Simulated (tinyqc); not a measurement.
# From one set of inputs to another, one input at a time

Model: size effects in the resistivity of thin metal films and interconnect lines. Computed by tinyqc, a small Python program. Command: `OMP_NUM_THREADS=1 python tinyqc.py 3000544 3000545 out.jsonl size ladder`. One thread of a shared host (Intel(R) Xeon(R) Processor @ 2.30GHz), about 0.01 s of CPU time with the checks.

Electrons lose their drift at surfaces (a share 1 - p of the hits) and at grain boundaries (reflection R), besides bulk scattering. The line sits in a trench with a non-conducting liner on both walls and the bottom; the spacing equals the drawn width.

The inputs printed are set A. Set A is modelled on iridium; the values taken over come from a set modelled on platinum. Inputs not listed in the table keep their values of set A, so the rows need not describe a real material.

Inputs (values chosen for the exercise, modelled on iridium): bulk resistivity rho_b = 5.24 microohm cm; bulk mean free path lambda = 6.81 nm; specularity p = 0.79; grain-boundary reflection R = 0.16; drawn line width w = 12 nm; grain size over metal width = 1.5; aspect ratio (height over width) = 1.8; liner thickness t = 1.1 nm; line length = 230 micrometre; permittivity of the dielectric k = 3.6.

Geometry: line.

Constants: eps_0 = 8.8541878128e-12 F/m.

Method:
- Metal width w_m = w - 2t, height h_m = (aspect ratio) w - t, grain size D = (ratio) w_m.
- Mayadas-Shatzkes: alpha = (lambda/D) R/(1 - R); rho_b/rho = 1 - 3 alpha/2 + 3 alpha^2 - 3 alpha^3 ln(1 + 1/alpha).
- Fuchs-Sondheimer film: rho_b/rho = 1 - (3/(2 kappa))(1 - p) int_0^1 (s - s^3)(1 - exp(-kappa/s))/(1 - p exp(-kappa/s)) ds, f = rho/rho_b, kappa = thickness/lambda, 80 Gauss-Legendre points.
- Line: the excess of a film of thickness w_m and of a film of thickness h_m are added, rho/rho_b = 1 + (f(w_m) - 1) + (f(h_m) - 1), an estimate that holds best when both sides exceed lambda.
- Total: rho = rho_b [1 + surface excess + grain excess]; resistance per length rho/(w_m h_m); capacitance per length C = 2 k eps_0 (aspect ratio + 1/2), a parallel-plate estimate for two neighbours plus a fixed term for the planes above and below; delay 0.38 R C L^2; effective resistivity per drawn area.

Each row keeps all changes above it:
```
input moved                           from    to  resistance per length (ohm/micrometre)  rho/rho_b from surfaces  rho/rho_b from grains
set A                                    -     -                                   316.2                   1.0836                 1.1289
bulk resistivity rho_b (microohm cm)  5.24  10.7                                   645.8                   1.0836                 1.1289
permittivity of the dielectric k       3.6   3.9                                   645.8                   1.0836                 1.1289
grain-boundary reflection R           0.16  0.63                                  1159.1                   1.0836                 2.0927
aspect ratio (height over width)       1.8   2.1                                   984.1                   1.0795                 2.0927
grain size over metal width            1.5   1.7                                   927.2                   1.0795                 1.9671
bulk mean free path lambda (nm)       6.81  7.15                                   950.3                   1.0835                 2.0142
line length (micrometre)               230   1.3                                   950.3                   1.0835                 2.0142
```

Resistance per length goes from 316 to 950, a factor 3.01 in all. The largest single move comes from bulk resistivity rho_b (a factor 2.04), and aspect ratio (height over width) works against it (a factor 0.849). rho/rho_b from surfaces ends near its start, 1.08; the largest single move comes from aspect ratio (height over width) (a factor 0.9962). rho/rho_b from grains goes from 1.13 to 2.01, a factor 1.78 in all. The largest single move comes from grain-boundary reflection R (a factor 1.85), and grain size over metal width works against it (a factor 0.940). The single moves hold for this order of the switches; the total does not depend on the order.

Extremes, crossings and ranges named in words are read from the listed rows.
